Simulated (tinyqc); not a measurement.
Changing the barrier thickness d: charge control and current of a heterostructure field-effect transistor. Computed by tinyqc, a small Python program. Command: `OMP_NUM_THREADS=1 python tinyqc.py 3000074 3000075 out.jsonl hemt sweep`. One thread of a shared host (Intel(R) Xeon(R) Processor @ 2.30GHz), about 0.02 s of CPU time with the checks.

Two subbands in a triangular well; E_F is counted from the conduction band edge of the channel at the interface.

Inputs (values chosen for the exercise, modelled on AlGaN/GaN):
```
quantity                                  value        unit
channel mass m                             0.19         m_0
permittivity eps (barrier and channel)     9.28           -
Schottky barrier phi_B                      1.3          eV
conduction band offset dE_c                0.43          eV
polarisation charge sigma/e             1.4e+13      1/cm^2
gate voltage V_G                              0           V
mobility mu                                1500  cm^2/(V s)
saturation velocity v_s                     1.1    1e7 cm/s
gate length L                               970          nm
source resistance R_S                      0.25      ohm mm
temperature T                               400           K
mixing                                      0.5           -
iteration cap                               200           -
```

Charge source: polarisation. Velocity law: two-piece.

Constants: e = 1.602176634e-19 C; eps_0 = 8.8541878128e-12 F/m; k_B = 8.617333262e-05 eV/K; hbar = 1.054571817e-34 J s; m_0 = 9.1093837015e-31 kg; k_B = 1.380649e-23 J/K.

Method:
- Threshold V_T = phi_B - dE_c - sigma d/(eps eps_0) (in volts); C_b = eps eps_0/d.
- Charge control: n_s = C_b (V_G - V_T - E_F/e)/e. Well: mean field F = e n_s/(2 eps eps_0), E_i = (hbar^2/2m)^(1/3) [(3 pi e F/2)(i + 3/4)]^(2/3), i = 0, 1; n_s = D k_B T sum_i ln(1 + exp((E_F - E_i)/k_B T)), D = m/(pi hbar^2), which is solved in closed form for E_F.
- Iteration from n_s = C_b (V_G - V_T)/(2e): E_F from n_s, n_out from the charge control, n_new = n_s + mixing (n_out - n_s), kept above n_s/10; stop when |n_out/n_s - 1| < 1e-9.
- C_g = e dn_s/dV_G = 1/(1/C_b + 1/C_q), 1/C_q = d(E_F/e)/d(e n_s) by a central difference of +/- 0.1 % in n_s; added distance dd = eps eps_0/C_q.
- With V = e n_s/C_g and V_c = v_s L/mu: for v = mu F up to v_s, I/W = C_g v_s V_c (sqrt(1 + (V/V_c)^2) - 1) and V_Dsat = V + V_c - sqrt(V^2 + V_c^2); g_m = dI/dV; extrinsic g_m/(1 + g_m R_S); f_T = g_m/(2 pi C_g L).

One run for each value; columns: (1) barrier thickness d (nm); (2) sheet density n_s (1/cm^2); (3) threshold voltage V_T (V); (4) gate capacitance C_g (microfarad/cm^2); (5) intrinsic g_m (mS/mm):
```
(1)          (2)      (3)     (4)     (5)
5.4   3.9298e+12   -0.604  1.0767  752.11
7.3   5.9755e+12   -1.123  0.8916  817.65
9.9   7.7532e+12   -1.833  0.7042  718.40
13.0  9.0679e+12   -2.679  0.5592  593.26
18.0  1.0322e+13   -4.044  0.4184  452.93
24.0  1.1183e+13   -5.682  0.3209  350.11
33.0  1.1916e+13   -8.139  0.2376  260.32
44.0  1.2419e+13  -11.141  0.1803  197.93
60.0  1.2830e+13  -15.509  0.1335  146.67
```

Over the rows, sheet density n_s (1/cm^2) rises from 3.93e12 to 1.28e13 (exponent d ln y / d ln x 1.4 between the first rows and 0.10 between the last); threshold voltage V_T (V) falls from -0.604 to -15.5 (exponent d ln y / d ln x 2.1 between the first rows and 1.1 between the last); gate capacitance C_g (microfarad/cm^2) falls from 1.08 to 0.133 (exponent d ln y / d ln x -0.63 between the first rows and -0.97 between the last). At the high end the exponent of gate capacitance C_g is -0.97, close to -1: a thick barrier. n_s approaches sigma/e = 1.4e13 from below and reaches 92 % of it in the last row; the threshold is zero at d = eps eps_0 (phi_B - dE_c)/sigma = 3.19 nm. Left out: 4.00 (the gate voltage is too near the threshold).

Caution (rows 24.0, 33.0, 44.0, 60.0): E_F lies above the conduction band minimum of the barrier, so electrons would spill into the barrier.

Extremes, crossings and ranges named in words are read from the listed rows.
